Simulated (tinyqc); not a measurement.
Threshold-voltage variability of a planar MOSFET, analytic estimates: one step of the calculation.

Three independent sources add in quadrature: random dopants in the depleted layer, metal-gate grains of two orientations, and roughness of the two gate edges acting through the roll-off VT = VT(long) - Vr exp(-L/l). These are first-order estimates: no three-dimensional electrostatics, no percolation.

Question. Metal grains and edge roughness. Grains: Ng = L W/G^2 (at least 1), s2 = dW sqrt(p (1 - p)/Ng). Edges, with exponential correlation and u = W/La: the mean gate length has sL^2 = 2 De^2 (2/u)[1 - (1 - exp(-u))/u]; s3 = sL (Vr/l) exp(-L/l).

Values chosen for this exercise; material values close to those of germanium:
- L = 45 nm (gate length)
- W = 200 nm (gate width)
- G = 10 nm (metal grain size)
- dW = 0.1 eV (work-function difference of the two grain orientations)
- p = 0.4 (share of the orientation of higher work function)
- De = 1.8 nm (rms roughness of one gate edge)
- La = 10 nm (correlation length of the roughness)
- l = 10 nm (decay length of the threshold roll-off)
- Vr = 2.4 V (prefactor of the roll-off)

Wanted: Ng; s2; sL; dVT/dL; s3.

Answer.

Ng = 90.000
s2 = 5.1640 mV
sL = 0.78460 nm
dVT/dL = 2.6662 mV/nm
s3 = 2.0919 mV

Numbers from tinyqc (`OMP_NUM_THREADS=1 python tinyqc.py 2090017 2090018 out.jsonl`; about 0.01 s on one thread of a shared Intel Xeon 2.30GHz).
